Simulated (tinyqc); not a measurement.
Ways to reach the isolated limit: finite-size error of a charged defect in a periodic cell: Madelung and Makov-Payne terms. Computed by tinyqc, a small Python program. Command: `OMP_NUM_THREADS=1 python tinyqc.py 3023410 3023411 out.jsonl imagecharge walk`. One thread of a shared host (Intel(R) Xeon(R) Processor @ 2.30GHz), about 0.04 s of CPU time with the checks.

L is the cube root of the cell volume. The defect charge is a Gaussian, rho(r) = q (2 pi sigma^2)^(-3/2) exp(-r^2/2 sigma^2), repeated periodically in a uniform neutralising background and screened by a continuum. The model cell energy is E(L) = E_0 + [periodic - isolated electrostatic energy].

Inputs (values chosen for the exercise, for a model host):

| quantity | value | unit |
|---|---|---|
| charge q | -3 | e |
| cell length L | 13.7 | angstrom |
| dielectric constant eps | 6.63 | - |
| width sigma of the defect charge | 1.2 | angstrom |
| formation energy of the isolated defect E_0 | 5.138 | eV |

Supercell lattice: bcc. Screening: isotropic.

scatter added to the six cells, standing for numerical noise (meV): 2.1  -17  -3.8  -0.48  -0.08  4.6

Constants: e^2/(4 pi eps_0) = 14.39964548 eV angstrom.

Method:
- Cell vectors: (-1,1,1), (1,-1,1), (1,1,-1), scaled to volume L^3.
- Ewald sum for a unit point charge: scale each Cartesian component of the cell by 1/sqrt(eps_i), giving R', G' and V'; E = [ (1/2) sum erfc(eta R')/R' + (2 pi/V') sum exp(-G'^2/4 eta^2)/G'^2 - eta/sqrt(pi) - pi/(2 V' eta^2) ] e^2/(4 pi eps_0) / sqrt(eps_x eps_y eps_z), over n_i = -6..6, omitting n = (0,0,0), eta = 2/V'^(1/3). alpha = -2 E eps_g L/(e^2/(4 pi eps_0)), eps_g = (eps_x eps_y eps_z)^(1/3).
- Periodic energy of the Gaussian: (2 pi q^2/V) sum_(G != 0) exp(-sigma^2 G^2)/(G.eps.G) x e^2/(4 pi eps_0), n_i = -k..k with k = max(9, L/sigma rounded up). Isolated energy: q^2/(2 sqrt(pi) sigma) <1/(n.eps.n)> e^2/(4 pi eps_0), the mean over directions n, here 1/eps.
- Cells of the same shape with L scaled by 0.7, 0.85, 1, 1.25, 1.5 and 2; the scatter is added to E(L).
- The point-charge correction scales as 1/L from its value at the input L.
- Least-squares fits of E(L) to a + b/L, a + c/L^3 or a + b/L + c/L^3; the estimate is a, and errors are against E_0.

Scaling data:

| L (angstrom) | 1/L (1/angstrom) | E(L) (eV) | E(L) + point-charge correction (eV) |
|---|---|---|---|
| 9.590 | 0.104275 | 2.39689 | 5.34062 |
| 11.645 | 0.085874 | 2.80874 | 5.23300 |
| 13.700 | 0.072993 | 3.14237 | 5.20298 |
| 17.125 | 0.058394 | 3.52424 | 5.17274 |
| 20.550 | 0.048662 | 3.78456 | 5.15830 |
| 27.400 | 0.036496 | 4.12089 | 5.15120 |

point-charge correction -q^2 E = 2.06061 eV

nearest image = 14.9484 angstrom

Estimates of E_0:

| way | estimate (eV) | error (meV) |
|---|---|---|
| largest cell, uncorrected | 4.1209 | -1017.1 |
| largest cell, point-charge term | 5.1512 | 13.2 |
| 1/L fit, three smallest | 4.8642 | -273.8 |
| 1/L fit, all six | 5.0289 | -109.1 |
| 1/L^3 fit, all six | 3.9226 | -1215.4 |
| 1/L and 1/L^3, three smallest | 5.4585 | 320.5 |
| 1/L and 1/L^3, all six | 5.1729 | 34.9 |
| corrected data, 1/L^3 fit | 5.1374 | -0.6 |

coefficient b of the full fit = -29.057 eV angstrom

Best here: corrected data, 1/L^3 fit (-0.6 meV); worst: 1/L^3 fit, all six (-1215 meV). The fitted b is 102.9 % of the Madelung value -q^2 alpha e^2/(8 pi eps_0 eps_g), so such a fit also measures the screening. The three-term fit to three small cells has no spare point and magnifies the scatter. A pure 1/L fit lands below E_0, because the positive 1/L^3 term flattens the small-cell points.

Extremes, crossings and ranges named in words are read from the listed rows.
